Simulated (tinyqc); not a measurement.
# Pinning factor and decay constant from two barriers

Inverse problem. phiB = S (phiM - chi) + (1 - S)(Eg - E0) with S = 1/(1 + (1/S0 - 1) exp(-be ti)). Find S0, S at the given thickness and be.

Parameters, values chosen for the exercise; semiconductor values close to those of silicon; interlayer mass of the order of that in strontium titanate, offset chosen freely: band gap Eg = 1.09 eV; electron affinity chi = 4.13 eV; charge-neutrality level above the valence band E0 = 0.37 eV; metal work function phiM = 4.53 eV.

phiB at ti = 0, 0.2 nm (eV): 0.6336  0.55796991

Solution. Each barrier gives its S by linear interpolation between the pinned and the unpinned value; the ratio of the two values of 1/S - 1 is exp(be ti).

S0 = 0.2700
S = 0.5063
be = 5.100 1/nm

tinyqc, about 0.04 s, one thread, Intel Xeon 2.30GHz (shared host): `OMP_NUM_THREADS=1 python tinyqc.py 2270154 2270155 out.jsonl`
